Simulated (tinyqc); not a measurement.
Inputs raised by 2 %, one at a time: surface photovoltage measurement of the minority-carrier diffusion length in a wafer. Computed by tinyqc, a small Python program. Command: `OMP_NUM_THREADS=1 python tinyqc.py 3130206 3130207 out.jsonl spv sens`. One thread of a shared host (Intel(R) Xeon(R) Processor @ 2.30GHz), about 0.03 s of CPU time with the checks.

Low injection, steady light, a depletion layer much thinner than 1/alpha and L. The excess density dn is taken at the front edge of the neutral region; light that reaches the back is lost.

Inputs (values chosen for the exercise, modelled on p-type silicon at room temperature):

| quantity | value | unit |
|---|---|---|
| diffusion length L | 310 | micrometre |
| wafer thickness W | 775 | micrometre |
| diffusivity D | 33.5 | cm^2/s |
| front recombination velocity S_f | 44000 | cm/s |
| back recombination velocity S_b | 2500 | cm/s |
| photon flux entering | 5.4e+13 | 1/(cm^2 s) |
| minority density at the surface barrier scale n_0 | 7.6e+08 | 1/cm^3 |
| temperature T | 298 | K |
| wavelength | 915 | nm |
| relative noise of each reading | 0 | % |
| diffusion length after pair splitting over L | 0.78 | - |
| iron factor C | 1.06e+16 | micrometre^2/cm^3 |

normal deviates g for the noise: 0.44  -0.72  -1.74  -0.49  -1.35  0.48  2.10

Constants: k_B = 8.617333262e-05 eV/K.

Method:
- alpha = (84.732/lambda - 76.417)^2 per cm with lambda in micrometre (an empirical fit for silicon between 0.7 and 1.05 micrometre).
- Thick wafer: dn = Phi L/((S_f + D/L)(L + 1/alpha)). Finite wafer, with s = S_b L/D, w = W/L, a = alpha L: dn = [Phi a/(a^2 - 1)] [a - B - exp(-alpha W)(a - s)/(cosh w + s sinh w)]/(S_f + B D/L), B = (sinh w + s cosh w)/(cosh w + s sinh w).
- Photovoltage V = (k_B T/e) ln(1 + dn/n_0). Lifetime = L^2/D.
- Readings y = (Phi/dn) (1 + noise x g) at 780, 830, 880, 920, 950, 975 and 995 nm; a least-squares line y = c (1/alpha + L_app) gives L_app = intercept/slope.
- Splitting iron-boron pairs in boron-doped silicon shortens L; with nothing else changing, [Fe] = C (1/L_after^2 - 1/L^2). It is evaluated with the true lengths and with the apparent ones (without noise), which differ when the wafer is not thick against L.

Runs:

| input moved | from | to | dn, finite wafer (1/cm^3) | apparent length L_app (micrometre) | photovoltage V (mV) | [Fe] from the apparent lengths (1/cm^3) |
|---|---|---|---|---|---|---|
| base run | - | - | 1.0656e+09 | 305.72 | 22.504 | 6.9130e+10 |
| diffusion length L (micrometre) | 310 | 316.2 | 1.0683e+09 | 311.40 | 22.542 | 6.6295e+10 |
| wafer thickness W (micrometre) | 775 | 790.5 | 1.0657e+09 | 306.13 | 22.505 | 6.9280e+10 |
| diffusivity D (cm^2/s) | 33.5 | 34.17 | 1.0651e+09 | 305.81 | 22.497 | 6.9157e+10 |
| front recombination velocity S_f (cm/s) | 44000 | 44880 | 1.0452e+09 | 305.72 | 22.216 | 6.9130e+10 |
| back recombination velocity S_b (cm/s) | 2500 | 2550 | 1.0656e+09 | 305.64 | 22.504 | 6.9103e+10 |
| photon flux entering (1/(cm^2 s)) | 5.4e+13 | 5.508e+13 | 1.0869e+09 | 305.72 | 22.802 | 6.9130e+10 |
| wavelength (nm) | 915 | 933.3 | 1.0349e+09 | 305.72 | 22.068 | 6.9130e+10 |

Exponents ln(y'/y) / ln(x'/x):

| input | dn, finite wafer | apparent length L_app | photovoltage V | [Fe] from the apparent lengths |
|---|---|---|---|---|
| diffusion length L | 0.128 | 0.928 | 0.085 | -2.115 |
| wafer thickness W | 0.004 | 0.067 | 0.003 | 0.109 |
| diffusivity D | -0.023 | 0.014 | -0.016 | 0.020 |
| front recombination velocity S_f | -0.976 | 0.000 | -0.652 | 0.000 |
| back recombination velocity S_b | -0.001 | -0.014 | -0.001 | -0.020 |
| photon flux entering | 1.000 | 0.000 | 0.664 | 0.000 |
| wavelength | -1.478 | 0.000 | -0.988 | 0.000 |

Which inputs matter most for each result?

Among the inputs moved here: dn, finite wafer answers most in size to wavelength (exponent -1.478), next to photon flux entering (+1.000). Its exponent -0.976 in front recombination velocity S_f: the front surface takes the carriers. Apparent length L_app answers most in size to diffusion length L (exponent +0.928), next to wafer thickness W (+0.067); its exponent is below 0.0005 for front recombination velocity S_f, photon flux entering, wavelength. Its exponent 0.000 in front recombination velocity S_f: S_f scales all readings alike. Photovoltage V answers most in size to wavelength (exponent -0.988), next to photon flux entering (+0.664). [Fe] from the apparent lengths answers most in size to diffusion length L (exponent -2.115), next to wafer thickness W (+0.109); its exponent is below 0.0005 for front recombination velocity S_f, photon flux entering, wavelength.

Caution (all rows): dn is not small against n_0, so V is not linear in the flux; the constant-flux reading then needs dn, not V.
